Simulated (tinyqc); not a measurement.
Worked calculation: interdiffusion of a quantum well during annealing: blurred potential and shift of the confined levels. Computed by tinyqc, a small Python program that keeps every step. Command: `OMP_NUM_THREADS=1 python tinyqc.py 3023336 3023337 out.jsonl qwi walk`. One thread of a shared host (Intel(R) Xeon(R) Processor @ 2.30GHz), about 0.07 s of CPU time with the checks. Intermediate numbers are printed to about 7 digits and carried at full precision; extremes and crossings named in words are read from the listed rows.

A square well of width w is blurred by Fick diffusion with a constant coefficient; band offsets are linear in composition, masses are uniform, and strain and excitons are ignored.

Inputs (values chosen for the exercise, modelled on SiGe in silicon (holes and electrons as a model)):
```
quantity               value    unit
well width w             6.1      nm
electron mass m_e      0.194     m_0
hole mass m_h          0.268     m_0
conduction offset V_c  0.024      eV
valence offset V_v      0.26      eV
prefactor D0             480  cm^2/s
activation energy E     4.01      eV
anneal temperature T     850       C
anneal time t             25       s
```

Constants: k_B = 8.617333262e-05 eV/K; hbar^2/(2 m_0) = 3.80998212 eV angstrom^2.

## Diffusion length

D = D0 exp(-E/(k_B T)); L = sqrt(D t); share of well material at the centre erf(w/(4L)); 1 nm = 1e-7 cm. Temperatures in kelvin are T(C) + 273.15.

diffusivity D = 4.871272e-16 cm^2/s

diffusion length L = 1.103548 nm

ratio L/w = 0.1809095

share at the centre = 0.9493355

## Levels before the anneal

Square well, ground state: take the lowest root of k tan(k w/2) = kappa, k^2 = E/c, kappa^2 = (V - E)/c, c = hbar^2/(2m) with hbar^2/(2 m_0) in eV angstrom^2.

electron level before the anneal = 12.43221 meV

hole level before the anneal = 24.27313 meV

Caution: the well mass is used in the barriers too; a heavier barrier mass would lower these levels.

## Levels after the anneal

With L = sqrt(D t) and the share at the centre erf(w/(4L)). After the anneal: V(z) = V {1 - (1/2)[erf((w/2 - z)/(2L)) + erf((w/2 + z)/(2L))]}, energies counted from the original well bottom. Finite differences on 3000 points over |z| < w/2 + 6L + 25 nm; shifts are taken against the same grid with cell-averaged square steps. Rise of the bottom = V (1 - share at the centre). Overlap = |<electron|hole>|^2.

shift of the electron level = 1.449 meV

shift of the hole level = 31.359 meV

blue shift of the transition = 32.808 meV

rise of the gap at the centre = 14.38871 meV

overlap = 0.7009

The centre has taken up barrier material, but the rounded edges still matter more.

## Shift against diffusion length

First-order estimate for small L: the shift is 2 L^2 V |d(psi^2)/dz| at an edge, with psi the normalised square-well state: psi^2 = cos^2(k z)/(w/2 + 1/kappa) inside, so |d(psi^2)/dz| = k sin(k w)/(w/2 + 1/kappa).

Shifts (meV):
```
L/w   L (nm)  share at the centre  electron     hole      sum  first-order sum
0.02   0.122                    1     0.024    0.448    0.472        0.5113528
0.04   0.244                    1     0.094    1.687    1.781         2.045411
0.07   0.427            0.9999996     0.272    4.885    5.157         6.264072
0.1     0.61            0.9995930     0.525    9.744   10.269         12.78382
0.15   0.915            0.9815779     1.068   21.785   22.853         28.76359
0.2     1.22            0.9229001     1.692   37.767   39.459         51.13528
0.3     1.83            0.7614072     2.942   71.529   74.472         115.0544
0.45   2.745            0.5679416     4.473  110.405  114.879         258.8723
0.7     4.27            0.3864947     6.154  147.974  154.128         626.4072
1        6.1            0.2763264     7.356  171.648  179.005         1278.382
```

The sum grows as L^1.92 between the first rows (L^2, linear in time, in first order) and as L^0.42 between the last, as it bends towards the limit V_c + V_v less the original levels, 247.3 meV. The first-order form is off by +8 % in the first row and +24 % at L/w = 0.1; it needs L well below the decay length 1/kappa. At L/w = 0.2 the hole level has moved by the larger share of its offset (14.5 % for the hole, 7.0 % for the electron).

Checks made by the program: finite differences against the square-well equation (relative difference 2e-05).
